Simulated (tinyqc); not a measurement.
Conductance of a narrow metal strip with scatterers (square lattice, Green functions): one step. Green function and transmission.

A strip of W sites across with hard walls, site energy 0 and hopping -t. Mode n = 1 to W has profile chi_n(j) = sqrt(2/(W + 1)) sin(n j pi/(W + 1)) and energy en = -2t cos(n pi/(W + 1)); E = en - 2t cos(kn a). With z_n = exp(i kn a) (Im k > 0 for closed modes, |z| < 1) each lead gives the self-energy -t z_n in mode n. One column carries the site energies v, here a uniform barrier across the strip, as of a grain boundary. In the mode basis V_nm = sum_j chi_n(j) v_j chi_m(j), G = (E - en + 2 t z_n - V)^-1, and t_nm = 2t sqrt(sin(kn a) sin(km a)) G_nm in size for open modes. T = sum |t_nm|^2, conductance (2e^2/h) T.

Constants: e^2/h = 3.874045865e-05 S.

Parameters, chosen for this exercise (out of a larger set: hopping and spacing of the size met in Cu or Al; the lattice is a model; not measured data): t = 1.69 eV (hopping).

Modes:
```
n    en (eV)    cos(k a)                      z  dE/dk (eV angstrom)
1  -2.390021  -0.1656867  -0.1656867+0.9861784i             9.366526
2   0.000000   0.5414201   0.5414201+0.8407522i             7.985296
3   2.390021   1.2485269              0.5009846             0.000000
```

V (eV), rows n=1, n=2, n=3 and columns alike:
```
[[1.300000, 0, 0],
 [0, 1.300000, 0],
 [0, 0, 1.300000]]
```

Problem. E - en + 2 t z_n = 2t (z_n - cos(kn a)). Invert, form |t_nm|^2 = (2t)^2 Im(z_n) Im(z_m) |G_nm|^2 and sum. The added resistance is 1/(2 (e^2/h) T) less the same for the clean strip.

Give: G; |t_nm|^2; T; added resistance.

Solution.

G (1/eV), rows n=1, n=2, n=3 and columns alike:
```
[[-0.1016-0.2604i, 0.0000, 0.0000],
 [0.0000, -0.1331-0.2910i, 0.0000],
 [0.0000, 0.0000, -0.2613]]
```

|t_nm|^2, rows n=1, n=2, n=3 and columns alike:
```
[[0.8680, 0, 0],
 [0, 0.8269, 0],
 [0, 0, 0]]
```

T = 1.6949
added resistance = 1162 ohm

Mode 2 passes least (0.827) and mode 1 most (0.868); 0.0 % of the transmitted flux changes mode.

tinyqc: `OMP_NUM_THREADS=1 python tinyqc.py 1481545 1481546 out.jsonl`; about 0.01 s, one thread, shared Intel(R) Xeon(R) Processor @ 2.30GHz.
